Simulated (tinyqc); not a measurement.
Double-gate transistor below threshold, two-dimensional Poisson equation on a small mesh: one step of the calculation.

Half of a symmetric double-gate structure: row 0 is the mid-plane of the body, where the normal field vanishes. Mobile charge is neglected (subthreshold), the body is fully depleted, and potentials are counted from the intrinsic level; rows run upward to the gate, columns from source to drain.

Question. Barrier, swing and barrier lowering. The barrier is read along row 0, the path farthest from the gate. Take the node j of lowest psi: barrier Vbi - psi_j; swing Vt ln 10/(d psi_j/dVg); DIBL = (d psi_j/dVd)/(d psi_j/dVg). The derivatives solve the same equations with s = 0 and a unit change of that voltage.

Parameters, values chosen for the exercise: temperature T = 300 K; potential of the source Vbi = 0.47 V.

Constants: q = 1.602176634e-19 C, kB = 1.380649e-23 J/K, Vt = kB T/q. Results are converted to the units shown.

converged psi (V):

|  | j=0 | j=1 | j=2 | j=3 | j=4 | j=5 |
|---|---|---|---|---|---|---|
| row 0 | 0.4700000 | 0.2394477 | 0.1704729 | 0.2445563 | 0.5273868 | 1.1700000 |
| row 1 | 0.4700000 | 0.2211283 | 0.1542531 | 0.2208888 | 0.4865951 | 1.1700000 |
| row 2 | 0.4700000 | 0.1615398 | 0.1077588 | 0.1520806 | 0.3510872 | 1.1700000 |
| row 3 | 0.2450000 | 0.0935910 | 0.0650592 | 0.0879142 | 0.1923886 | 0.5950000 |
| row 4 | 0.0200000 | 0.0200000 | 0.0200000 | 0.0200000 | 0.0200000 | 0.0200000 |

d psi/dVg on row 0: j=0 0.00000000, j=1 0.54572844, j=2 0.76560678, j=3 0.76560678, j=4 0.54572844, j=5 0.00000000
d psi/dVd on row 0: j=0 0.0000000, j=1 0.0214650, j=2 0.0642799, j=3 0.1701133, j=4 0.4328065, j=5 1.0000000

Give: j; barrier; swing; DIBL.

Answer.

j = 2
barrier = 0.29953 V
swing = 77.751 mV/decade
DIBL = 83.959 mV/V

Computed by the program tinyqc: `OMP_NUM_THREADS=1 python tinyqc.py 2480128 2480129 out.jsonl`, one thread of a shared Intel Xeon 2.30GHz, about 0.2 s for the whole run.
